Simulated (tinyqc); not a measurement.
Time-domain thermoreflectance: layered heat flow under a modulated pulse train, and what the signal ratio measures: one step, computed by the program tinyqc. Command: `OMP_NUM_THREADS=1 python tinyqc.py 3114049 3114050 out.jsonl tdtr walk`. One thread of a shared host (Intel(R) Xeon(R) Processor @ 2.30GHz), about 0.2 s of CPU time with the checks.

Pulses repeat at 80 MHz; heat is laid down at the surface, all layers are isotropic, and the film is in perfect contact with the substrate.

Problem. Impedance at k = 0 and the modulation frequency. For radial wave number k and angular frequency W each layer has u = sqrt(4 pi^2 k^2 + i W C/kappa) and gamma = kappa u. Surface impedance from below: Z = 1/gamma for the substrate; a layer of thickness L maps Z to (Z + tanh(u L)/gamma)/(1 + gamma Z tanh(u L)); a boundary adds 1/G. Take k = 0 and W = 2 pi f.

Inputs (values chosen for the exercise, modelled on aluminium on sapphire):

| quantity | value | unit |
|---|---|---|
| metal thickness d | 100 | nm |
| metal conductivity | 120 | W/(m K) |
| metal heat capacity | 2.42 | MJ/(m^3 K) |
| boundary conductance G under the metal | 270 | MW/(m^2 K) |
| film thickness | 280 | nm |
| film conductivity | 5.4 | W/(m K) |
| film heat capacity | 2.1 | MJ/(m^3 K) |
| substrate conductivity kappa | 32.3 | W/(m K) |
| substrate heat capacity C | 3.08 | MJ/(m^3 K) |
| modulation frequency f | 1 | MHz |

Stack: metal, film, substrate.

Give: Z of the substrate; Z at the surface.

Solution.

Z of the substrate = 28.283-28.283i m^2 K/GW

Z at the surface = 65.624-39.634i m^2 K/GW
